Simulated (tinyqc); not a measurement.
Full result against the linear law: strain, valley repopulation and piezoresistance in a many-valley conduction band. Computed by tinyqc, a small Python program. Command: `OMP_NUM_THREADS=1 python tinyqc.py 3012704 3012705 out.jsonl valleys walk`. One thread of a shared host (Intel(R) Xeon(R) Processor @ 2.30GHz), about 0.02 s of CPU time with the checks.

Valleys are ellipsoids with mass m_l along the axis a and m_t across it, parabolic, with one constant relaxation time; strain shifts the valleys and leaves the masses alone. Currents are taken along [100], in the plane, and along [001], across the plane.

Inputs (values chosen for the exercise, modelled on silicon):
```
quantity                               value    unit
longitudinal mass m_l                  0.909     m_0
transverse mass m_t                     0.19     m_0
shear deformation potential Xi_u        8.95      eV
dilation deformation potential Xi_d      1.1      eV
C11                                      167     GPa
C12                                     64.4     GPa
C44                                     78.9     GPa
electron density n                   7.4e+16  1/cm^3
relaxation time tau                       50      fs
temperature T                            300       K
```

Valley axes: <100> (6 valleys in 3 pairs). Load: biaxial in the (001) plane.

Constants: k_B = 8.617333262e-05 eV/K; m_0 = 9.1093837015e-31 kg; k_B = 1.380649e-23 J/K; hbar = 1.054571817e-34 J s; e = 1.602176634e-19 C.

Method:
- Each of the 6 valleys holds n_v = N_v (2/sqrt(pi)) F_1/2((E_F - dE_v)/(k_B T)), N_v = 2 (m_d k_B T/(2 pi hbar^2))^(3/2), m_d = (m_l m_t^2)^(1/3); E_F solves sum n_v = n and is counted from the unstrained edge.
- F_j(eta) = int_0^infinity x^j/(1 + exp(x - eta)) dx, without a gamma-function factor. It is evaluated after integrating by parts.
- Integrals over x = E/(k_B T) use 160 Gauss-Legendre points in u = sqrt(x) from 0 to sqrt(max(eta, 0) + 32).
- With eta_0 the reduced Fermi level without strain, r = F_-1/2(eta_0)/(2 F_1/2(eta_0)) (1 for a classical gas) and c = r (Xi_u/k_B T) (m_l - m_t)/(2 m_l + m_t): pi11 = -(2/3) c (S11 - S12), pi12 = -pi11/2, pi44 = 0, with S11 - S12 = 1/(C11 - C12).
- Compliances S11 = (C11 + C12)/((C11 - C12)(C11 + 2 C12)), S12 = -C12/((C11 - C12)(C11 + 2 C12)), S44 = 1/C44; stress sigma_xx = sigma_yy = X, all else 0; e_xx = S11 sigma_xx + S12 (sigma_yy + sigma_zz), e_xy = S44 sigma_xy/2 (tensor strain).
- Herring-Vogt shift of a valley with unit axis a: dE = Xi_d tr(e) + Xi_u a.e.a.
- Mobility tensor mu = e tau sum_v (n_v/n) [1/m_t + (1/m_l - 1/m_t) a a^T]; unstrained mu_0 = e tau (1/m_l + 2/m_t)/3; resistivity along d from the inverse tensor, rho_d = d.mu^-1.d/(n e), mobility along d = 1/(d.mu^-1.d); gauge pi_d = (rho_d/rho_0 - 1)/X.
- Linear theory: pi = pi11 + pi12 in the plane and 2 pi12 across it.

pi11 = -80.4709 1e-11/Pa

pi12 = 40.2355 1e-11/Pa

Resistance changes (%); at 2000 MPa the strain is near or above 1 %, where band warping, left out here, matters:
```
X (MPa)  splitting (meV)  largest share  first direction   linear  second direction   linear
-2000             174.46        0.49971           21.761   80.471            -26.33  -160.94
-1000              87.23        0.49157           20.479   40.235            -25.37   -80.47
-400               34.89        0.44256           13.293   16.094            -19.01   -32.19
-150               13.08        0.38416            5.775    6.035             -9.84   -12.07
-50                 4.36        0.35151            1.991    2.012             -3.76    -4.02
50                  4.36        0.37178           -2.023   -2.012              4.31     4.02
150                13.08        0.45326           -6.051   -6.035             14.79    12.07
400                34.89        0.65817          -14.855  -16.094             53.60    32.19
1000               87.23        0.93575          -24.446  -40.235            183.38    80.47
2000              174.46        0.99765          -26.298  -80.471            249.18   160.94
```

Along the first direction the linear law holds within 10 % for 5 of the 10 stresses, at -150, -50.0, 50.0, 150, 400 MPa. At the largest compression the full change is +21.8 % against the linear +80.5 %, at the largest tension -26.3 % against -80.5 %: once the splitting is comparable with k_B T (or E_F) the populations no longer follow it linearly, and the change must saturate when the upper valleys are empty.

Extremes, crossings and ranges named in words are read from the listed rows.
